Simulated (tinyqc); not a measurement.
# Mobility, diffusion coefficient and lifetime from two collectors

Problem. For an injected sheet in a field F the peak time tp at distance L obeys u^2 tp^2 + 2 D tp = L^2 with u^2 = v^2 + 4 D/tau, and the pulse area goes as exp(L (v - u)/(2 D)); v = mu F. Find u, D, mu and tau without using the Einstein relation.

Values chosen for this exercise: sweep field along the drift F = 35 V/cm.

distances (um): 130  380
peak times (us): 0.253439253  0.768475482
ratio of the areas, far over near = 0.722431234

Solution. The two peak times give two linear equations for u^2 and D; the area ratio gives v - u, and u^2 - v^2 = 4 D/tau gives tau.

u = 4.851e4 cm/s
D = 35.16 cm^2/s
mu = 1360 cm^2/(V s)
tau = 1.600e-6 s

Computed by the program tinyqc: `OMP_NUM_THREADS=1 python tinyqc.py 2310009 2310010 out.jsonl`, one thread of a shared Intel Xeon 2.30GHz, about 0.01 s for the whole run.
